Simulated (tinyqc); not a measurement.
From results back to parameters: parabolic quantum dot in a magnetic field (Fock-Darwin). Four cases, with inputs chosen for the exercise.

Problem. The two far-infrared modes of a parabolic dot are W +/- wc/2 with W = sqrt(w0^2 + wc^2/4) and hbar wc = 2 muB B/m. They were computed from hidden w0 and m.

Constants: muB = 5.788381798e-05 eV/T.

Find: hbar wc; m; hbar w0.

Method. Their difference is hbar wc and their product (hbar w0)^2.

Case 1.

Values chosen (out of a larger set: near those of a gate-defined dot in GaAs; not measured data): B = 1.17 T (magnetic field).

modes (meV): 5.91608  3.89447

Solution.

hbar wc = 2.022 meV
m = 0.0670 m0
hbar w0 = 4.80 meV

Case 2.

Values chosen (out of a larger set: near those of a gate-defined dot in InAs; not measured data): B = 0.72 T (magnetic field).

modes (meV): 5.37521  2.68641

Solution.

hbar wc = 2.689 meV
m = 0.0310 m0
hbar w0 = 3.80 meV

Case 3.

Values chosen (out of a larger set: near those of a gate-defined dot in GaAs; not measured data): B = 0.49 T (magnetic field).

modes (meV): 2.64563  1.82943

Solution.

hbar wc = 0.816 meV
m = 0.0695 m0
hbar w0 = 2.20 meV

Case 4.

Values chosen (out of a larger set: near those of a gate-defined dot in InAs; not measured data): B = 0.2 T (magnetic field).

modes (meV): 2.33903  1.54338

Solution.

hbar wc = 0.796 meV
m = 0.0291 m0
hbar w0 = 1.90 meV

Computed by tinyqc, one run a case: `OMP_NUM_THREADS=1 python tinyqc.py N N+1 out.jsonl` with N = 1280615, 1280686, 1280692, 1280737; one thread of a shared Intel(R) Xeon(R) Processor @ 2.30GHz, about 0.07 s a run at most.
